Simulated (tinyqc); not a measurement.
Cyclotron resonance of ellipsoidal valleys, Ge type: sweeps and comparisons. A value that a table varies takes the place of the one given here.

Valleys along [111], [-111], [1-11], [11-1], mass ml along the axis and mt across it. B lies in the (1-10) plane, b = (sin(theta)/sqrt2, sin(theta)/sqrt2, cos(theta)). For the angle phi between B and the axis, 1/mc^2 = cos^2(phi)/mt^2 + sin^2(phi)/(mt ml). Resonance: h nu = 2 muB B/mc, h = 2 pi hbar.

Constants: hbar = 6.58211957e-16 eV s; muB = 5.788381798e-05 eV/T.

Values chosen for the exercise (near those of Ge; the results hold for these values, not for the real material):
- ml = 1.534 m0 (longitudinal mass)
- mt = 0.084 m0 (transverse mass)
- ths = (0, 15, 30, 45, 60, 75, 90) degrees (angles)
- g1 = 13.47 (Luttinger gamma1)
- g2 = 4.23 (gamma2)
- g3 = 5.69 (gamma3)
- theta = 52 degrees (angle of B from [001] towards [110])
- nu = 24 GHz (microwave frequency)

## Rotating the field

mc against theta; [-111] and [1-11] stay equal in this plane.

Cyclotron masses (m0):

| theta (degrees) | [111] | [-111] | [11-1] |
|---|---|---|---|
| 0 | 0.1381 | 0.1381 | 0.1381 |
| 15 | 0.1072 | 0.1422 | 0.2048 |
| 30 | 0.0920 | 0.1557 | 0.3354 |
| 45 | 0.0852 | 0.1823 | 0.2937 |
| 60 | 0.0843 | 0.2299 | 0.1790 |
| 75 | 0.0892 | 0.3050 | 0.1265 |
| 90 | 0.1015 | 0.3590 | 0.1015 |

All valleys give one line at theta = 0, B along [001], with mc = 0.1381. The [111] valley reaches mt at 54.7 degrees, and [11-1] reaches its largest value sqrt(ml mt) = 0.3590 at 35.3 degrees, where B is perpendicular to it; the listed maximum of that branch is 0.3354. The pair [-111], [1-11] reaches the same value at 90 degrees.

## Heavy and light holes (cyclotron masses of warped hole bands)

E = c k^2 f(n) with f = g1 -/+ 2 sqrt(g2^2 + 3 (g3^2 - g2^2)(nx^2 ny^2 + ny^2 nz^2 + nz^2 nx^2)). For the orbit through k = 0 perpendicular to b = (sin(theta)/sqrt2, sin(theta)/sqrt2, cos(theta)), mc is the mean of 1/f over the directions n in that plane (180 evenly spaced angles). Quantum effects of the lowest levels are left out.

Cyclotron masses (m0):

| theta (degrees) | heavy | light |
|---|---|---|
| 0 | 0.2720 | 0.0433 |
| 15 | 0.2877 | 0.0429 |
| 30 | 0.3275 | 0.0421 |
| 45 | 0.3596 | 0.0415 |
| 60 | 0.3635 | 0.0414 |
| 75 | 0.3590 | 0.0417 |
| 90 | 0.3571 | 0.0419 |

The heavy mass varies by 34 % over the table, with its largest listed value at 60 degrees ([111] lies at 54.7) and its smallest at 0; the light mass varies by 4.8 %. The warping term enters both with the same size, but it is set against a small inverse mass in one and a large one in the other (along [111], g1 - 2 g3 = 2.09 and g1 + 2 g3 = 24.85).

## What each parameter does

Resonance fields B = h nu mc/(2 muB) of the valleys [111], [-111] and [11-1]. Each row changes one parameter from the base and keeps the others.

Results:

| case | [111] (T) | [-111] (T) | [11-1] (T) |
|---|---|---|---|
| base | 0.0721 | 0.1726 | 0.1974 |
| ml = 1.764 m0 | 0.0721 | 0.1757 | 0.2024 |
| mt = 0.092 m0 | 0.0790 | 0.1866 | 0.2124 |
| theta = 48 degrees | 0.0725 | 0.1627 | 0.2270 |
| nu = 26.4 GHz | 0.0793 | 0.1898 | 0.2171 |

The largest shifts from the base row, up to three for each result and ties (the steps differ in size, so this ranks the rows, not the parameters). [111] (T): nu +0.0072, mt +0.0069, theta +0.0004; unchanged at the printed digits by ml. [-111] (T): nu +0.0173, mt +0.0140, theta -0.0098. [11-1] (T): theta +0.0296, nu +0.0197, mt +0.0150.

Program tinyqc; command `OMP_NUM_THREADS=1 python tinyqc.py 1251470 1251471 out.jsonl`; about 0.01 s on one thread of a shared Intel(R) Xeon(R) Processor @ 2.30GHz.
